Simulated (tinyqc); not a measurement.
Conduction-band offset of an n-N heterojunction from carrier-profile moments: one step of the calculation.

Layer 1 (x < 0) accumulates electrons and layer 2 (x > 0) is depleted. Boltzmann statistics. The bands bend down by V1 in layer 1 and up by V2 in layer 2, with V1 + V2 = VD = dE + Vt ln[(N2/Nc2)/(N1/Nc1)].

Question. Division of the diffusion potential. Sheet densities from the first integral: Q1 = sqrt((2 eps0 eps_r Vt N1/q)(exp(u1) - u1 - 1)) extra electrons, Q2 = sqrt((2 eps0 eps_r Vt N2/q)(exp(-u2) + u2 - 1)) missing ones, u = V/Vt; neutrality Q1 = Q2 + si. Q1 - Q2 rises steadily with V1, so V1 follows by bisection.

Values chosen for this exercise; values of the order of III-V alloys: temperature T = 200 K; relative permittivity of both layers eps_r = 12.4; density of states of the narrow-gap layer 1 Nc1 = 6.5e17 cm^-3; density of states of the wide-gap layer 2 Nc2 = 1.4e18 cm^-3; conduction-band offset dE = 0.25 eV; donor density in layer 1 N1 = 1.8e16 cm^-3; donor density in layer 2 N2 = 5.3e16 cm^-3; fixed charge at the interface si = 0 cm^-2.

Constants: q = 1.602176634e-19 C, kB = 1.380649e-23 J/K, Vt = kB T/q, eps0 = 8.8541878128e-14 F/cm where lengths are in cm. Results are converted to the units shown.

Give: VD; V1; V2; Q1; n at x = 0-; n at x = 0+.

Answer.

VD = 0.25539 V
V1 = 0.061170 V
V2 = 0.19422 V
Q1 = 3.5855e11 cm^-2
n at x = 0- = 6.2615e17 cm^-3
n at x = 0+ = 6.7635e11 cm^-3

n drops across the interface by 9.26e5 = (Nc1/Nc2) exp(dE/Vt).

Range of the model: The accumulated density at the interface nears Nc1, where degeneracy and quantisation set in.

tinyqc, about 0.08 s, one thread, Intel Xeon 2.30GHz (shared host): `OMP_NUM_THREADS=1 python tinyqc.py 2410056 2410057 out.jsonl`
